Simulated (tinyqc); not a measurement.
MOSFET in the linear regime without short-channel effects, parameter extraction from computed curves: two steps of the calculation.

Inversion charge Q = Cox n Vt W0(exp((Vg - VT)/(n Vt))), W0 the Lambert function and n = nf; u = Q/Cox; mobility mu = mu0/(1 + th1 u + th2 u^2); channel resistance Rch = (L - dL)/(W mu Q); Id = Vd/(Rch + Rsd/W). Cox = eps0 eox/tox. Small Vd, no channel-length or drain effects.

Inputs (values chosen for the exercise); channel values of the order met in silicon transistors: temperature T = 300 K; relative permittivity of the gate insulator (close to aluminium oxide) eox = 8.92; insulator thickness tox = 9.8 nm; low-field mobility mu0 = 260 cm^2/(V s); first mobility attenuation factor th1 = 0.29 1/V; second mobility attenuation factor th2 = 0 1/V^2; threshold voltage VT = 0.48 V; body factor nf = 1.4; gate width W = 1 um; drawn gate length L = 0.084 um; drawn less effective length dL = 0.013 um; source plus drain resistance Rsd = 300 ohm um; drain voltage Vd = 0.02 V.

Constants: q = 1.602176634e-19 C, kB = 1.380649e-23 J/K, Vt = kB T/q, eps0 = 8.8541878128e-14 F/cm where lengths are in cm. Results are converted to the units shown.

Question 1. Transfer curve. u, mu, Rch and Id as defined.

Vg, point 0 to 9 (V): [0.32, 0.4, 0.48, 0.56, 0.64, 0.72, 0.8, 0.88, 0.96, 1.04]

Give: u; mu; Rch; Id.

Answer 1.

```
point     u (V)  mu (cm^2/(V s))  Rch (ohm)  Id (uA)
0      4.301e-4            260.0    7.880e5  0.02537
1      0.003594            259.7    9.439e4   0.2112
2       0.02053            258.5    1.661e4    1.183
3       0.06107            255.5       5647    3.363
4        0.1174            251.4       2984    6.090
5        0.1816            247.0       1964    8.834
6        0.2500            242.4       1453    11.41
7        0.3210            237.9       1154    13.76
8        0.3936            233.4      959.1    15.88
9        0.4674            229.0      823.2    17.81
```

Question 2. The Y function. Y_i = Id_i/sqrt(gm_i). For Id = beta Vd x/(1 + th x), x = Vg - VT, Y = sqrt(beta Vd) x whatever th. Slope s from points 5 and 8; VT_Y = Vg - Y/s at point 8; beta = s^2/Vd; mobility beta L/(W Cox) with the drawn L; th* = (beta Vd x/Id - 1)/x at point 8.

```
point  Vg (V)      Id (uA)
0        0.32  0.025372252
1         0.4   0.21122429
2        0.48    1.1830252
3        0.56    3.3630671
4        0.64    6.0896186
5        0.72    8.8341614
6         0.8    11.406551
7        0.88    13.756778
8        0.96    15.884486
9        1.04    17.806184
```

gm, point 1 to 8 (uS): [7.2353311, 19.699018, 30.666208, 34.194339, 33.230826, 30.766351, 27.987096, 25.308788]

Give: Y; s; VT_Y; beta; mobility from Y; th*.

Answer 2.

Y, point 1 to 8 (uA^0.5 V^0.5): [0.07853, 0.2665, 0.6073, 1.041, 1.532, 2.056, 2.600, 3.157]
s = 6.771 uA^0.5 V^-0.5
VT_Y = 0.4937 V
beta = 2292 uA/V^2
mobility from Y = 238.9 cm^2/(V s)
th* = 0.7417 1/V

The mobility from Y is 22 % below mu0 L/(L - dL) = 308 cm^2/(V s), which it should reach in deep inversion when th2 = 0.

tinyqc, about 0.01 s, one thread, Intel Xeon 2.30GHz (shared host): `OMP_NUM_THREADS=1 python tinyqc.py 2210043 2210044 out.jsonl`
